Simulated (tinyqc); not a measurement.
Regular and subregular solution with a miscibility gap: one step, computed by the program tinyqc. Command: `OMP_NUM_THREADS=1 python tinyqc.py 3020611 3020612 out.jsonl regsol walk`. One thread of a shared host (Intel(R) Xeon(R) Processor @ 2.30GHz), about 0.02 s of CPU time with the checks.

Per mole of mixing sites: G(x) = x (1 - x) [L0 + L1 (1 - 2x)] + R T [x ln x + (1 - x) ln(1 - x)], x the fraction of B.

Task: Lever rule at x0. Inside the gap the B-rich phase has the fraction f = (x0 - x1)/(x2 - x1), and the gain is (1 - f) G(x1) + f G(x2) - G(x0); outside it one phase remains.

Inputs (values chosen for the exercise, for a model alloy): asymmetry L1 = 4.9 kJ/mol; temperature T = 865 K; overall fraction x0 = 0.23.

solubility limit x1 = 0.009564554

solubility limit x2 = 0.9595986

L0 = 29.1 kJ/mol

Constants: R = 8.314462618 J/(mol K).

Give: fraction f of the B-rich phase; free energy of decomposition.

Result:

fraction f of the B-rich phase = 0.23203

free energy of decomposition = -1856.4 J/mol
